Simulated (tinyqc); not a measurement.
# Reset of a mushroom phase-change cell, hemispherical electro-thermal model: amorphous thickness against current

Current spreads from a hemispherical contact of radius r0 into a large dome with constant rho and ka: j = I/(2 pi r^2). With s = r0/r the steady rise is T - T0 = c (b s - s^2), c = I^2 rho/(8 pi^2 ka r0^2). The heat lost through the heater, (T(r0) - T0)/Rh, fixes b = (2 + g)/(1 + g), g = 1/(2 pi ka r0 Rh).

The peak lies at s = b/2 with the rise c b^2/4; melting starts at the current where that equals Tm - T0, and the molten shell spans the roots of s^2 - b s + (Tm - T0)/c = 0 (s at most 1). Electrical resistance rho/(2 pi r0).

Parameters, values chosen for the exercise; values of the order of Ge-Sb-Te and related chalcogenides: ambient temperature T0 = 300 K; melting point Tm = 876 K; radius of the heater contact r0 = 37 nm; resistivity of the hot chalcogenide rho = 2.9 mohm cm; its thermal conductivity ka = 0.99 W/(m K); thermal resistance of the path through the heater Rh = 10 K/uW.

Amorphous thickness against current:
```
I (uA)  peak T (K)  T at the contact (K)  thickness of the melt (nm)  power (uW)
1730         884.0                 865.4                       10.36       373.3
1770         911.3                 891.9                       20.40       390.8
1830         953.5                 932.7                       29.50       417.8
1920          1019                 996.4                       41.76       459.9
2030          1104                  1079                       56.29       514.1
2160          1210                  1181                       73.69       582.0
2340          1368                  1334                       98.80       683.0
2540          1559                  1519                       128.5       804.8
```

Read the table: what changes, and by how much?

The thickness rises from 10.4 to 128 nm; it opens as the square root of I - Im just above the melting current of 1720 uA. The contact itself melts from I = 1770 uA on among the rows.

Range of the model: Constant properties, no latent heat, thermoelectric terms, boundary resistance or heating in the heater itself.

Program tinyqc, `OMP_NUM_THREADS=1 python tinyqc.py 2490039 2490040 out.jsonl`; Intel Xeon 2.30GHz, shared host, one thread, about 0.01 s.
